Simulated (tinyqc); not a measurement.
Inside a calculation: thin-film optics by transfer matrices. Values are carried at full precision from step to step, so a last printed digit may differ when a step is redone from the rounded ones.

Indices N = n + i k. Snell: N0 sin(theta) = N_j sin(theta_j), with Im(N_j cos theta_j) >= 0. Admittance y_j = N_j cos theta_j for s and N_j/cos theta_j for p. Phase delta_j = 2 pi N_j cos theta_j d_j/lambda. Layer matrix [[cos delta, -i sin delta/y], [-i y sin delta, cos delta]], multiplied from the top down to M. (B, C) = M (1, y_sub); r = (y0 B - C)/(y0 B + C), R = |r|^2, T = 4 Re y0 Re y_sub/|y0 B + C|^2, absorbed in the films 1 - R - T.

Inputs chosen for the exercise (indices near those of HfO2, SiO2 on Si; the results hold for these values, not for the real material): lam = 633 nm (vacuum wavelength); n0 = 1 (ambient index); n = (2.046, 1.46, 3.946) (n of HfO2, SiO2, substrate); k = (0, 0, 0.019) (k in the same order); d = (7.5, 361) nm (thicknesses, top first); theta = 70 degrees (angle of incidence); pol = s (polarisation).

## Angles, admittances and phases

Form cos theta_j, y_j and delta_j.

cos theta_j: ambient 0.3420, film 1 0.8883, film 2 0.7653, substrate 0.9712+0.0003i

y_j: ambient 0.3420, film 1 1.8174, film 2 1.1174, substrate 3.8325+0.0196i

delta_j (rad): film 1 0.1353, film 2 4.0040

## Layer matrices and their product

Form each matrix and multiply from the top down.

matrix of film 1:
```
          1         2
1    0.9909  -0.0742i
2  -0.2452i    0.9909
```

matrix of film 2:
```
         1        2
1  -0.6506  0.6796i
2  0.8485i  -0.6506
```

M:
```
         1        2
1  -0.5817  0.7217i
2  1.0003i  -0.4781
```

Each matrix has determinant 1, and so has M.

## Reflection and transmission

Close the stack on the substrate.

B, C: -0.5958+2.7659i  -1.8322+0.9909i

r = -0.4309-0.3878i
R = 0.3361
T into the substrate = 0.6639
absorbed in the films = 0.0000

The bare substrate would reflect 0.6991.

## Ellipsometric angles

Ellipsometry: rho = tan(Psi) exp(i Delta) = -conj(r_p/r_s) with the r of the admittance formula, Delta in 0 to 360 degrees, so that a bare dielectric at small angles gives Delta = 180.

Repeat the steps for both polarisations.

r_s = -0.4309-0.3878i
r_p = 0.3668-0.2723i
Psi = 38.24 degrees
Delta = 78.57 degrees

## Checks

- R against the recursion of Airy sums from the substrate up: both 0.33606.

(tinyqc, `OMP_NUM_THREADS=1 python tinyqc.py 1651047 1651048 out.jsonl`, Intel(R) Xeon(R) Processor @ 2.30GHz, 1 thread, shared host, about 0.01 s.)
